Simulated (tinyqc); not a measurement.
Isochronal anneals: hydrogen passivation of interface dangling bonds: competing passivation and dissociation with distributed barriers. Computed by tinyqc, a small Python program. Command: `OMP_NUM_THREADS=1 python tinyqc.py 3007418 3007419 out.jsonl passiv walk`. One thread of a shared host (Intel(R) Xeon(R) Processor @ 2.30GHz), about 0.01 s of CPU time with the checks.

P_b + H2 gives P_bH + H at the rate k_f [H2]; P_bH gives P_b + H at the rate k_d. All defects start unpassivated. E_f and E_d are Gaussian and independent.

Inputs (values chosen for the exercise, close to those used for P_b centres at the silicon-oxide interface): passivation prefactor k_f0 = 8.7e-07 cm^3/s; mean passivation barrier E_f = 1.65 eV; spread sigma_f = 0.099 eV; dissociation prefactor k_d0 = 3.7e+12 1/s; mean dissociation barrier E_d = 2.61 eV; spread sigma_d = 0.11 eV; H2 in the oxide per atm, solubility factor = 9.6e+17 1/(cm^3 atm); hydrogen pressure p = 0.05 atm; anneal time t = 1100 s.

Constants: k_B = 8.617333262e-05 eV/K.

Method:
- [H2] = solubility factor x p; a = k_f0 [H2] exp(-E_f/(k_B T)), d = k_d0 exp(-E_d/(k_B T)). For one pair of barriers the active share is y = [d + a exp(-(a + d) t)]/(a + d).
- Temperatures in kelvin are T(C) + 273.15.
- Average y over both Gaussians with 40 x 40 Gauss-Hermite points.
- Minimise the averaged y over T between 150 and 900 C: find where ln y is equal at T - 0.05 and T + 0.05 C; T is rounded to 0.1 C.

best temperature = 486.7 C

Active share after the time t:
```
T (C)     a (1/s)     d (1/s)  single barriers  distributed
200    1.1110e-07  5.8569e-16       9.9988e-01   9.9793e-01
250    5.3143e-06  2.6589e-13       9.9417e-01   9.6021e-01
300    1.2945e-04  4.1510e-11       8.6728e-01   7.2660e-01
350    1.8891e-03  2.8814e-09       1.2519e-01   2.8374e-01
400    1.8512e-02  1.0654e-07       5.7566e-06   3.9368e-02
450    1.3231e-01  2.3910e-06       1.8072e-05   1.8378e-03
500    7.3322e-01  3.5885e-05       4.8940e-05   5.6787e-04
600    1.2504e+01  3.1872e-03       2.5483e-04   1.6770e-03
700    1.1904e+02  1.1258e-01       9.4483e-04   4.2076e-03
800    7.4465e+02  2.0464e+00       2.7406e-03   9.0909e-03
```

The distributed share is least at 500 C among these rows, 5.7e-4, and the search puts the optimum at 486.7 C. On the cold side defects with high E_f survive; on the hot side dissociation, with the larger barrier, gains on passivation with an energy E_d - E_f = 0.96 eV. In that row single barriers give 4.9e-5, so the spread raises the floor. Caution: atomic hydrogen, which both passivates and depassivates, and further passivation during cooling are left out. Caution: shares below about 1e-3 in these rows are formal; measured passivation levels off well above them.

Extremes, crossings and ranges named in words are read from the listed rows.
